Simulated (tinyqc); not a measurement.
IGBT as a p-i-n diode in series with a MOS channel, on-state and switching loss: one step of the calculation.

High injection (n = p) in a drift layer from x = -W/2 (anode) to +W/2 (cathode side), recombination only in the layer with lifetime tau, ideal emitters. The channel feeds the cathode side and carries the whole current. Auger recombination, carrier-carrier scattering, emitter losses and the carrier dip under the p body are left out.

Task. On-state voltage. n(x) = (tau J/(2 q La))[cosh(x/La)/sinh y - B sinh(x/La)/cosh y]. Vm = Vt [(8 b/(b + 1)^2)(sinh y/s) arctan(s sinh y) + B ln((1 + B tanh^2 y)/(1 - B tanh^2 y))], s = sqrt(1 - B^2 tanh^2 y); Vj = Vt ln(n(-W/2) n(W/2)/ni^2), ni = sqrt(Nc Nv) exp(-Eg/(2 Vt)), Eg in volts; Vc = J Rch; Von = Vm + Vj + Vc.

Values chosen for this exercise; material values close to those of silicon:

| symbol | value | unit | meaning |
|---|---|---|---|
| T | 300 | K | temperature |
| Eg | 1.12 | eV | band gap |
| Nc | 2.77e19 | cm^-3 | conduction-band density of states at T |
| Nv | 2.63e19 | cm^-3 | valence-band density of states at T |
| tau | 15 | us | high-injection lifetime |
| J | 30 | A/cm^2 | current density |
| Rch | 1.9 | mohm cm^2 | channel and accumulation resistance |

Constants: q = 1.602176634e-19 C, kB = 1.380649e-23 J/K, Vt = kB T/q. Results are converted to the units shown.

b = 2.9166667
B = 0.48936170
La = 166.49968 um
y = 1.0510531

Give: Vm; Vj; Vc; Von.

Result.

Vm = 0.05374 V
Vj = 0.8320 V
Vc = 0.05700 V
Von = 0.9428 V

Vm does not depend on J, since the carrier density grows with it. Junctions, layer and channel take 88, 5.7 and 6.0 % of Von.

Numbers from tinyqc (`OMP_NUM_THREADS=1 python tinyqc.py 2590002 2590003 out.jsonl`; about 0.01 s on one thread of a shared Intel Xeon 2.30GHz).
